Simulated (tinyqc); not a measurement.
Gaps across the alloy: virtual-crystal alloy in the empirical-pseudopotential method.

Empirical pseudopotential on the fcc lattice, atoms at +/- tau, tau = a (1,1,1)/8, no spin-orbit coupling. H(G,G') = c (2 pi/a)^2 |k + G|^2 delta + VS(q) cos(q.tau) + i VA(q) sin(q.tau), q = G - G', c = hbar^2/2m0; k and G in units of 2 pi/a; VS at |q|^2 = 3, 8, 11 and VA at 3, 4, 11, in rydberg, zero elsewhere. At each k the basis holds all G with |k + G|^2 up to 16; energies are counted from the fourth level at Gamma.

Virtual crystal A(1-x)B(x): a = (1 - x) a_A + x a_B. Rule linear: V = (1 - x) V_A + x V_B. Rule volume: V = [(1 - x) a_A^3 V_A + x a_B^3 V_B]/a^3, since a form factor is an atomic potential divided by the cell volume.

Constants: hbar^2/2m0 = 3.80998211 eV angstrom^2; Ry = 13.60569312 eV.

Inputs chosen for the exercise (classic local form factors of the size used for Si (A) and Ge (B), which place X and L only to a few tenths of an eV; shifted at random, so the results belong to these values and not to a real crystal):
```
symbol  value                   unit      meaning
a       (5.42, 5.666)           angstrom  lattice constants of A, B
VSA     (-0.214, 0.041, 0.079)  Ry        symmetric form factors of A
VAA     (0, 0, 0)               Ry        antisymmetric form factors of A
VSB     (-0.231, 0.01, 0.061)   Ry        symmetric form factors of B
VAB     (0, 0, 0)               Ry        antisymmetric form factors of B
rule    linear                            mixing rule
```

Gaps from the valence top to the fifth band at Gamma, at L = (1/2,1/2,1/2) and at the lowest of k = (f,0,0), f = 0.70, 0.75, ..., 1.00. Bowing C = 4 [(E(0) + E(1))/2 - E(1/2)].

Gaps (eV):
```
x      Gamma  Delta/X  f of the minimum      L   lowest
0.000  3.377    0.817              0.85  1.843  Delta/X
0.167  3.399    0.863              0.85  1.712  Delta/X
0.333  3.069    0.907              0.85  1.576  Delta/X
0.500  2.637    0.949              0.85  1.436  Delta/X
0.667  2.196    0.989              0.85  1.291  Delta/X
1.000  1.292    1.062              0.85  0.990        L
```

Give the missing row, x = 0.833.

Computed row:
```
x      Gamma  Delta/X  f of the minimum      L   lowest
0.833  1.748    1.027              0.85  1.142  Delta/X
```

bowing (eV): Gamma -1.208, Delta/X -0.039, L -0.077

The lowest valley changes: Delta/X to L between x = 0.833 and 1.000. From A to B the Gamma gap moves by -2.09 eV, L by -0.85 eV and Delta/X by +0.25 eV; a move of Delta/X below about 0.4 eV is within the error of such form factors, sign included. The virtual crystal holds no disorder and no bond relaxation, so its bowing comes from the non-linear dependence on the mean potential and volume alone, and it may differ from measured bowing, which is positive in these alloys, in size and even in sign; crossings move with it; where the character of the fifth band at Gamma changes along x, its value mixes two levels.

(tinyqc, `OMP_NUM_THREADS=1 python tinyqc.py 1081292 1081293 out.jsonl`, Intel(R) Xeon(R) Processor @ 2.30GHz, 1 thread, shared host, about 0.2 s.)
